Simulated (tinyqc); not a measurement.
From one set of inputs to another, one input at a time: grain growth, pinning, strength and diffusional creep of a polycrystal or thin film. Computed by tinyqc, a small Python program. Command: `OMP_NUM_THREADS=1 python tinyqc.py 3010624 3010625 out.jsonl grain ladder`. One thread of a shared host (Intel(R) Xeon(R) Processor @ 2.30GHz), about 0.01 s of CPU time with the checks.

One mean grain size d describes the structure.

The inputs printed are set A. Inputs not listed in the table keep their values of set A, so the rows need not describe a real material.

Inputs (values chosen for the exercise, for a model solid):
```
quantity,value,unit
atomic volume Omega,11.81,angstrom^3
boundary energy gamma,0.75,J/m^2
mobility prefactor M0,9.7e-05,m^4/(J s)
activation energy of boundary motion Q_m,1.11,eV
anneal temperature T,432,K
anneal time t,28,s
initial grain size d0,18,nm
particle volume fraction f,0.00043,-
particle radius r,16,nm
lattice diffusion energy Q_l,2.43,eV
boundary diffusion energy Q_b,0.779,eV
lattice prefactor D0,0.00019,m^2/s
boundary prefactor delta D0b,5.5e-15,m^3/s
applied stress sigma,27,MPa
service temperature T_c,581,K
```

Sample: bulk.

Constants: k_B = 8.617333262e-05 eV/K; k_B = 1.380649e-23 J/K.

Method:
- M = M0 exp(-Q_m/(k_B T)). The driving pressure is 2 gamma/d. Zener pinning pressure 3 f gamma/(2 r) stops growth at d_Z = 4 r/(3 f). The limit is d_lim = d_Z.
- dd/dt = 2 M gamma (1/d - 1/d_lim) integrates to 2 M gamma t = d_lim (d0 - d) + d_lim^2 ln[(d_lim - d0)/(d_lim - d)]; without pinning d^2 = d0^2 + 4 M gamma t.
- Nabarro-Herring rate = 14 sigma Omega D_l/(k_B T d^2), D_l = D0 exp(-Q_l/(k_B T)); Coble rate = 14 pi sigma Omega delta D_b/(k_B T d^3), delta D_b = delta D0b exp(-Q_b/(k_B T)); they are equal at d_x = pi delta D_b/D_l.

Each row keeps all changes above it:
```
input moved,from,to,grain size d (nm),limit d_lim (nm),Coble rate (1/s)
set A,-,-,35.2,49612,3.856e+01
initial grain size d0 (nm),18,100,104.5,49612,1.475e+00
mobility prefactor M0 (m^4/(J s)),9.7e-05,1.7e-05,100.8,49612,1.642e+00
anneal time t (s),28,3500,173.2,49612,3.236e-01
boundary diffusion energy Q_b (eV),0.779,0.843,173.2,49612,9.014e-02
particle radius r (nm),16,2.6,172.4,8062,9.146e-02
activation energy of boundary motion Q_m (eV),1.11,1,612.3,8062,2.040e-03
anneal temperature T (K),432,409,304.4,8062,1.660e-02
```

Grain size d goes from 35.2 to 304, a factor 8.65 in all. The largest single move comes from activation energy of boundary motion Q_m (a factor 3.55), and anneal temperature T works against it (a factor 0.497). Limit d_lim goes from 49600 to 8060, a factor 0.162 in all. The largest single move comes from particle radius r (a factor 0.162). Coble rate goes from 38.6 to 0.0166, a factor 4.30e-4 in all. The largest single move comes from activation energy of boundary motion Q_m (a factor 0.0223), and anneal temperature T works against it (a factor 8.14). The single moves hold for this order of the switches; the total does not depend on the order.

Caution (all rows): T_c is above the anneal temperature, so the grains would go on growing in service.

Extremes, crossings and ranges named in words are read from the listed rows.
